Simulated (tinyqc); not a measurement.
Haynes-Shockley experiment: drift, diffusion and decay of a minority-carrier pulse: one step, computed by the program tinyqc. Command: `OMP_NUM_THREADS=1 python tinyqc.py 3111914 3111915 out.jsonl haynes walk`. One thread of a shared host (Intel(R) Xeon(R) Processor @ 2.30GHz), about 0.01 s of CPU time with the checks.

A thin sheet of excess carriers is made at x = 0, t = 0 in a long uniform bar; injection is low, so the pulse moves with the minority mobility.

Task: Transport coefficients. D = mu k_B T/e, v = mu F. Transit time d/v, diffusion length sqrt(D tau), drift length v tau, Peclet number v d/D = e F d/(k_B T).

Inputs (values chosen for the exercise, modelled on electrons in p-type silicon in a lightly doped bar): minority mobility mu = 1330 cm^2/(V s); lifetime tau = 5.8 microsecond; temperature T = 300 K; field F = 15 V/cm; distance d to the collector = 0.6 cm.

Constants: k_B = 8.617333262e-05 eV/K.

Give: D; drift velocity v; transit time d/v; diffusion length; drift length v tau; Peclet number.

Result:

D = 34.38 cm^2/s

drift velocity v = 19950 cm/s

transit time d/v = 30.08 microsecond

diffusion length = 141.2 micrometre

drift length v tau = 0.11571 cm

Peclet number = 348.1

The pulse must travel 5.19 drift lengths.
